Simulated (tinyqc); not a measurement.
Worked calculation: plane-wave Kohn-Sham cycle with exchange-only LDA in a layered model solid. Computed by tinyqc, a small Python program that keeps every step. Settings: points = 16, plane-wave index or count = 3, electrons = 4, k points = 3, area = 16.0, mixing = 1.0, iteration cap = 52. Command: `OMP_NUM_THREADS=1 python tinyqc.py 31316 31317 out.jsonl` (the two numbers bound the seeds that draw the settings). One thread of a shared host (Intel(R) Xeon(R) Processor @ 2.60GHz), about 0.01 s of CPU time with the checks. Later iterations appear only in the table of the cycle.

## Iteration 1: potential

A solid whose potential varies along x alone (atomic units):

| parameter | value |
|---|---|
| period a | 4.600000 |
| cross-section of the cell | 16.000000 |
| electrons per cell | 4 |
| grid points | 16 |
| plane waves -n..n, n | 3 |
| k points | 3 |
| V1 in V1 cos(2 pi x/a) | -0.410000 |

density at the start, on the grid x_j = j a/N (e/bohr^3): 0.05434783  0.05434783  0.05434783  0.05434783  0.05434783  0.05434783  0.05434783  0.05434783  0.05434783  0.05434783  0.05434783  0.05434783  0.05434783  0.05434783  0.05434783  0.05434783

V_H(G) = 4 pi rho(G)/G^2 for G != 0 (uniform background); v_x = -(3 rho/pi)^(1/3); V = V_ext + V_H + v_x; Fourier components f(G_m) = (1/N) sum_j f(x_j) exp(-i G_m x_j).

Potentials on the grid (hartree):

| x | V_ext | V_H | v_x | V |
|---|---|---|---|---|
| 0.000000 | -0.410000 | 0.000000 | -0.373008 | -0.783008 |
| 0.287500 | -0.378791 | 0.000000 | -0.373008 | -0.751798 |
| 0.575000 | -0.289914 | 0.000000 | -0.373008 | -0.662922 |
| 0.862500 | -0.156900 | 0.000000 | -0.373008 | -0.529908 |
| 1.150000 | 0 | 0.000000 | -0.373008 | -0.373008 |
| 1.437500 | 0.156900 | 0.000000 | -0.373008 | -0.216108 |
| 1.725000 | 0.289914 | 0.000000 | -0.373008 | -0.083094 |
| 2.012500 | 0.378791 | 0.000000 | -0.373008 | 0.005783 |
| 2.300000 | 0.410000 | 0.000000 | -0.373008 | 0.036992 |
| 2.587500 | 0.378791 | 0.000000 | -0.373008 | 0.005783 |
| 2.875000 | 0.289914 | 0.000000 | -0.373008 | -0.083094 |
| 3.162500 | 0.156900 | 0.000000 | -0.373008 | -0.216108 |
| 3.450000 | 0 | 0.000000 | -0.373008 | -0.373008 |
| 3.737500 | -0.156900 | 0.000000 | -0.373008 | -0.529908 |
| 4.025000 | -0.289914 | 0.000000 | -0.373008 | -0.662922 |
| 4.312500 | -0.378791 | 0.000000 | -0.373008 | -0.751798 |

V(G_m), m = 0, 1, 2, ... (hartree): -0.373008  -0.205000  0.000000  0.000000  0.000000  0.000000  0.000000

## Iteration 1: Hamiltonian at one k

k = 0.000000 2 pi / a

H(m,m') = (k + G_m)^2/2 delta + V(G_m - G_m'), with V(-G) = V(G).

H (hartree):
```
           -3         -2         -1         +0         +1         +2         +3
-3   8.022686  -0.205000   0.000000   0.000000   0.000000   0.000000   0.000000
-2  -0.205000   3.358412  -0.205000   0.000000   0.000000   0.000000   0.000000
-1   0.000000  -0.205000   0.559847  -0.205000   0.000000   0.000000   0.000000
+0   0.000000   0.000000  -0.205000  -0.373008  -0.205000   0.000000   0.000000
+1   0.000000   0.000000   0.000000  -0.205000   0.559847  -0.205000   0.000000
+2   0.000000   0.000000   0.000000   0.000000  -0.205000   3.358412  -0.205000
+3   0.000000   0.000000   0.000000   0.000000   0.000000  -0.205000   8.022686
```

## Iteration 1: levels at that k

Diagonalise the Hermitian matrix.

eigenvalues (hartree): -0.456605  0.544880  0.628357  3.364375  3.364495  8.031689  8.031689

## Iteration 1: new density

Motion across x is left out: the lowest 2 band(s) hold two electrons at each of the k points (j + 1/2)/nk - 1/2. Residual R = rho(out) - rho(in); rho(new) = rho(in) + 1 R. rho(out) = 2/(a A nk) sum |psi|^2 with psi = sum c exp(i G x). Harris energy E = band energy - dV sum rho (V_H/2 + v_x) + (3/4) dV sum rho v_x with rho(in), dV = a A/N, band energy = (2/nk) sum of the filled levels.

rho(out) (e/bohr^3): 0.06074944  0.06296731  0.06708476  0.06802848  0.06286873  0.05284545  0.04179192  0.03355006  0.03054234  0.03355006  0.04179192  0.05284545  0.06286873  0.06802848  0.06708476  0.06296731

density after iteration 1 (e/bohr^3): 0.06074944  0.06296731  0.06708476  0.06802848  0.06286873  0.05284545  0.04179192  0.03355006  0.03054234  0.03355006  0.04179192  0.05284545  0.06286873  0.06802848  0.06708476  0.06296731

energy per cell = 0.06602503 hartree

## Iteration 2: potential

As before.

Potentials on the grid (hartree):

| x | V_ext | V_H | v_x | V |
|---|---|---|---|---|
| 0.000000 | -0.410000 | 0.095517 | -0.387113 | -0.701596 |
| 0.287500 | -0.378791 | 0.091988 | -0.391768 | -0.678570 |
| 0.575000 | -0.289914 | 0.079329 | -0.400128 | -0.610712 |
| 0.862500 | -0.156900 | 0.053726 | -0.401995 | -0.505169 |
| 1.150000 | 0 | 0.014462 | -0.391563 | -0.377101 |
| 1.437500 | 0.156900 | -0.033220 | -0.369538 | -0.245858 |
| 1.725000 | 0.289914 | -0.079253 | -0.341734 | -0.131073 |
| 2.012500 | 0.378791 | -0.112495 | -0.317606 | -0.051310 |
| 2.300000 | 0.410000 | -0.124594 | -0.307816 | -0.022410 |
| 2.587500 | 0.378791 | -0.112495 | -0.317606 | -0.051310 |
| 2.875000 | 0.289914 | -0.079253 | -0.341734 | -0.131073 |
| 3.162500 | 0.156900 | -0.033220 | -0.369538 | -0.245858 |
| 3.450000 | 0 | 0.014462 | -0.391563 | -0.377101 |
| 3.737500 | -0.156900 | 0.053726 | -0.401995 | -0.505169 |
| 4.025000 | -0.289914 | 0.079329 | -0.400128 | -0.610712 |
| 4.312500 | -0.378791 | 0.091988 | -0.391768 | -0.678570 |

V(G_m), m = 0, 1, 2, ... (hartree): -0.370225  -0.169687  0.003756  -0.000113  0.000335  0.000004  0.000018

## Iteration 2: Hamiltonian at one k

k = 0.000000 2 pi / a

As before.

H (hartree):
```
           -3         -2         -1         +0         +1         +2         +3
-3   8.025469  -0.169687   0.003756  -0.000113   0.000335   0.000004   0.000018
-2  -0.169687   3.361195  -0.169687   0.003756  -0.000113   0.000335   0.000004
-1   0.003756  -0.169687   0.562630  -0.169687   0.003756  -0.000113   0.000335
+0  -0.000113   0.003756  -0.169687  -0.370225  -0.169687   0.003756  -0.000113
+1   0.000335  -0.000113   0.003756  -0.169687   0.562630  -0.169687   0.003756
+2   0.000004   0.000335  -0.000113   0.003756  -0.169687   3.361195  -0.169687
+3   0.000018   0.000004   0.000335  -0.000113   0.003756  -0.169687   8.025469
```

## Iteration 2: levels at that k

As before.

eigenvalues (hartree): -0.428449  0.548643  0.614223  3.364914  3.365739  8.031628  8.031667

## Iteration 2: new density

As before.

rho(out) (e/bohr^3): 0.05802355  0.06036557  0.06501937  0.06706188  0.06326556  0.05432188  0.04378456  0.03564198  0.03262010  0.03564198  0.04378456  0.05432188  0.06326556  0.06706188  0.06501937  0.06036557

density after iteration 2 (e/bohr^3): 0.05802355  0.06036557  0.06501937  0.06706188  0.06326556  0.05432188  0.04378456  0.03564198  0.03262010  0.03564198  0.04378456  0.05432188  0.06326556  0.06706188  0.06501937  0.06036557

energy per cell = 0.08327499 hartree

## Convergence

Stop when sqrt(dV sum R^2) is below 1e-8, dV = a A/N.

Course of the cycle:

| iteration | E (hartree) | norm of the residual |
|---|---|---|
| 1 | 0.06602503 | 1.13e-01 |
| 2 | 0.08327499 | 1.62e-02 |
| 3 | 0.08373358 | 2.59e-03 |
| 4 | 0.08374545 | 4.16e-04 |
| 5 | 0.08374575 | 6.68e-05 |
| 6 | 0.08374576 | 1.07e-05 |
| 7 | 0.08374576 | 1.72e-06 |
| 8 | 0.08374576 | 2.76e-07 |
| 9 | 0.08374576 | 4.43e-08 |
| 10 | 0.08374576 | 7.10e-09 |

Converged in 10 iterations. Before convergence this energy mixes input and output and is not variational, so it may rise towards its limit.
